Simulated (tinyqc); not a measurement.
Inside a calculation. Method: RHF in the sto-6g basis, for H3-, spin multiplicity 1. The basis has no diffuse functions, so it cannot describe the extra electron: this is an exercise in the method, not the real anion. One step of it, computed by the program tinyqc.

Question. Iteration 1: diagonalisation and new density. Diagonalise F' = X^T F X, C = X C', fill 2 alpha and 2 beta electrons from the bottom; D = 2 C_occ C_occ^T; the new density keeps 0.5 of the old one (damping). Each column has its largest component positive (the first on a tie).

Fock matrix F (hartree):
```
,1H 1s,2H 1s,3H 1s
1H 1s,0.390221,0.078475,0.078475
2H 1s,0.078475,0.273291,0.065348
3H 1s,0.078475,0.065348,0.273291
```

X:
```
,1H 1s,2H 1s,3H 1s
1H 1s,1.299467,-0.359001,-0.359001
2H 1s,-0.359001,1.141159,0.062503
3H 1s,-0.359001,0.062503,1.141159
```

D at the start:
```
,1H 1s,2H 1s,3H 1s
1H 1s,2.857345,-2.135524,-2.135524
2H 1s,-2.135524,2.759548,0.432549
3H 1s,-2.135524,0.432549,2.759548
```

overlap S:
```
,1H 1s,2H 1s,3H 1s
1H 1s,1.000000,0.526570,0.526570
2H 1s,0.526570,1.000000,0.140524
3H 1s,0.526570,0.140524,1.000000
```

Give: F' = X^T F X; orbital energies; coefficients C; D after iteration 1.

Answer.

F' = X^T F X (hartree):
```
,1,2,3
1,0.600,-0.185,-0.185
2,-0.185,0.349,0.107
3,-0.185,0.107,0.349
```

orbital energies (hartree): MO1 0.242, MO2 0.256, MO3 0.800

coefficients C:
```
,MO1,MO2,MO3
1H 1s,0.000,0.384,1.341
2H 1s,0.763,0.459,-0.801
3H 1s,-0.763,0.459,-0.801
```

D after iteration 1:
```
,1H 1s,2H 1s,3H 1s
1H 1s,1.576,-0.891,-0.891
2H 1s,-0.891,2.173,-0.154
3H 1s,-0.891,-0.154,2.173
```
